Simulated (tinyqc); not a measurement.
Monte Carlo simulation of one carrier in a uniform electric field: one step, computed by the program tinyqc.

The force e F acts along +z. Flights end at the constant total rate Gamma; the part of Gamma that the real rates do not fill is self-scattering, which leaves k unchanged. One valley, no impurities; equivalent final valleys enter only through Z_f in the optical rate.

Task: Flight 1. Kane band: hbar^2 k^2/(2 m) = E (1 + alpha E), speed v = hbar k/(m (1 + 2 alpha E)), states per spin, volume and energy g(E) = m k (1 + 2 alpha E)/(2 pi^2 hbar^2); overlap factors are set to 1. Masses are multiplied by m_0 and all formulas are in SI units. Flight: t = -ln(r1)/Gamma; k_z grows by e F t/hbar; E follows from the band; dz = (E_end - E_start)/(e F). Use row 1 of the random numbers.

Inputs (values chosen for the exercise, modelled on holes in silicon):

| quantity | value | unit |
|---|---|---|
| effective mass m | 0.491 | m_0 |
| non-parabolicity alpha | 0.31 | 1/eV |
| lattice temperature T | 200 | K |
| electric field F | 22 | kV/cm |

Crystal: non-polar. Band: Kane.

starting wave vector (1/nm): 0.0061  -0.085  0.2

Random numbers (0.02 to 0.98, from up to 60 sets tried for early real events), one row a flight:
```
       r1      r2      r3      r4
1  0.3156  0.6505  0.5675  0.6501
2  0.4561  0.3509  0.4090  0.0222
3  0.6068  0.5696  0.2390  0.5706
4  0.2241  0.6014  0.3559  0.3327
5  0.0557  0.2881  0.9743  0.9478
6  0.2122  0.2967  0.3204  0.7923
7  0.5355  0.7667  0.6782  0.8653
```

Gamma = 52.14343 1e12/s

Constants: e = 1.602176634e-19 C; hbar = 1.054571817e-34 J s; m_0 = 9.1093837015e-31 kg.

Give: flight time t; k at the end of the flight; energy at the end; displacement dz.

Result:

flight time t = 22.117 fs

k at the end of the flight (1/nm): 0.00610  -0.08500  0.27393

energy at the end = 6.3734 meV

displacement dz = 1.2319 nm
